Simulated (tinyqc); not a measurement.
What moves the results: optical gain and spontaneous emission in a bulk direct-gap semiconductor. A value that a table varies takes the place of the one given here.

Parabolic bands, vertical transitions, no excitons. For each hole band j: mr = me mj/(me + mj); joint density of states J_j(E) = (mr/c)^(3/2) sqrt(E - Eg)/(2 pi^2), both spins, c = hbar^2/2m0; averaged matrix element |e.p|^2 = m0 Ep/6; alpha_j(E) = 4 pi^2 alpha_f c Ep J_j/(3 nr E) in 1/angstrom (alpha_f the fine-structure constant, listed as alpha among the constants), times 1e8 for 1/cm.

F_j(eta) = (1/Gamma(j + 1)) integral_0^infinity x^j dx/(1 + exp(x - eta)), which tends to exp(eta) for eta << 0.

Quasi-Fermi levels: n = Nc F_1/2(Fc/kT) and p = Nv F_1/2(Fv/kT), Fc counted up from the conduction edge and Fv down from the valence edge; Nc, Nv from N = 2 (m kB T/(4 pi c))^(3/2) with c = hbar^2/2m0, in 1/angstrom^3; times 1e24 for 1/cm^3, with me and (mhh^(3/2) + mlh^(3/2))^(2/3).

For band j the electron sits at Ee = (E - Eg) mr/me above its edge and the hole at Eh = (E - Eg) mr/mj; fe = 1/(1 + exp((Ee - Fc)/kT)), fh = 1/(1 + exp((Eh - Fv)/kT)); gain g = sum_j alpha_j (fe + fh - 1).

Spontaneous rate: R = integral of (nr E/(hbar c))^2/(pi^2 hbar) sum_j alpha_j fe fh dE, with alpha in 1/cm and (nr E/(hbar c))^2 in 1/cm^2 (1e16 per 1/angstrom^2); B = R/(n p); lifetime n/R.

Constants: hbar^2/2m0 = 3.80998211 eV angstrom^2; fine-structure constant alpha = 0.007297352564; kB = 8.617333262e-05 eV/K; hbar = 6.58211957e-16 eV s; hbar c = 1973.269805 eV angstrom.

Parameters, chosen for this exercise (near those of GaN; not measured data):
- Eg = 3.489 eV (direct gap)
- me = 0.1921 m0 (electron mass)
- mhh = 1.456 m0 (heavy-hole mass)
- mlh = 0.29 m0 (light-hole mass)
- Ep = 17.5 eV (Kane energy)
- nr = 2.56 (refractive index)
- T = 400 K
- n = 2.3e+19 1/cm^3 (injected density, n = p)

## Peak gain against injection

The peak is the largest g over E; a dash marks no gain.

Gain:
```
n (1/cm^3)  Fc (eV)  Fv (eV)  peak gain (1/cm)  peak E - Eg (eV)  B (cm^3/s)
4.7e+18      0.0300  -0.0942                 -                 -    3.58e-11
7.5e+18      0.0560  -0.0776                 -                 -    3.37e-11
1.1e+19      0.0814  -0.0639               139            0.0061    3.14e-11
1.3e+19      0.0940  -0.0578               402            0.0132    3.02e-11
1.7e+19      0.1167  -0.0479              1001            0.0266    2.82e-11
2.1e+19      0.1370  -0.0399              1606            0.0392    2.64e-11
2.8e+19      0.1690  -0.0289              2598            0.0590    2.39e-11
3.7e+19      0.2059  -0.0178              3732            0.0808    2.14e-11
```

transparency density (Fc + Fv = 0) = 9.31e+18 1/cm^3

What does this show?

Gain starts at 9.31e+18 1/cm^3, where Fc = -Fv = 0.0699 eV: with Nv/Nc = 23 the electrons must be degenerate before the holes are. The slope of peak gain against n is 1.31e-16 cm^2 between the first two rows with gain and 1.26e-16 between the last two; the peak moves from 0.0061 to 0.0808 eV above the gap as the bands fill, and B falls by a factor 1.68. Line broadening and gap shrinkage are left out.

## Gain spectrum

At the density n.

Spectrum:
```
E - Eg (eV)  alpha, empty (1/cm)  fe, heavy  fh, heavy  g (1/cm)
0.005                       3765      0.984      0.255       889
0.010                       5317      0.982      0.251      1214
0.020                       7498      0.977      0.245      1594
0.030                       9157      0.970      0.239      1797
0.045                      11167      0.957      0.230      1899
0.060                      12840      0.938      0.221      1807
0.080                      14744      0.900      0.209      1390
0.100                      16392      0.844      0.198       582
0.130                      18535      0.715      0.183     -1542
0.170                      20964      0.474      0.163     -6156
0.220                      23527      0.200      0.142    -13066
```

Fc + Fv = 0.1101 eV

What can be read from the table?

g is positive below E - Eg = 0.1101 eV; the largest value listed is 1899 1/cm at 0.045 eV. At 0.220 eV above the gap g is -0.56 times the absorption of the empty crystal, whose limit is -1.

## Transparency density and B against temperature

Eg is held fixed; B is taken at n = 1e15 1/cm^3.

Results:
```
T (K)  transparency density (1/cm^3)  Fc/kT there  B (cm^3/s)
100                         1.16e+18        2.027    3.18e-10
150                         2.14e+18        2.027    1.74e-10
200                         3.29e+18        2.027    1.13e-10
250                         4.60e+18        2.027    8.10e-11
300                         6.05e+18        2.027    6.18e-11
350                         7.62e+18        2.027    4.91e-11
400                         9.31e+18        2.027    4.03e-11
500                         1.30e+19        2.027    2.89e-11
```

What can be read from the table?

Fc/kT at transparency stays at 2.027, since it depends on Nv/Nc alone, so the density goes as T^1.50. B goes as T^-1.49, against T^-1.5 for non-degenerate carriers: hot carriers spread over k and fewer pairs share a wave vector.

## What moves transparency and gain

Transparency is Fc + Fv = 0; the peak is the largest g over E at the density n (0 if none). Each row changes one parameter from the base and keeps the others.

Results:
```
case                 transparency density (1/cm^3)  Fc + Fv (eV)  peak gain (1/cm)
base                                      9.31e+18        0.1101              1899
me = 0.2209 m0                            1.07e+19        0.0888              1869
mhh = 0.874 m0                            7.28e+18        0.1370              3311
Ep = 19.2 eV                              9.31e+18        0.1101              2084
T = 440 K                                 1.07e+19        0.0989              1516
n = 2.99e+19 1/cm^3                       9.31e+18        0.1509              2851
nr = 2.69                                 9.31e+18        0.1101              1807
```

How do the results move?

The largest shifts from the base row, up to three for each result and ties (the steps differ in size, so this ranks the rows, not the parameters). transparency density (1/cm^3): mhh -2.03e+18, T +1.43e+18, me +1.35e+18; unchanged at the printed digits by Ep, n and nr. Fc + Fv (eV): n +0.0408, mhh +0.0269, me -0.0213; unchanged at the printed digits by Ep and nr. peak gain (1/cm): mhh +1412, n +952, T -383.

tinyqc: `OMP_NUM_THREADS=1 python tinyqc.py 1651977 1651978 out.jsonl`; about 0.1 s, one thread, shared Intel(R) Xeon(R) Processor @ 2.30GHz.
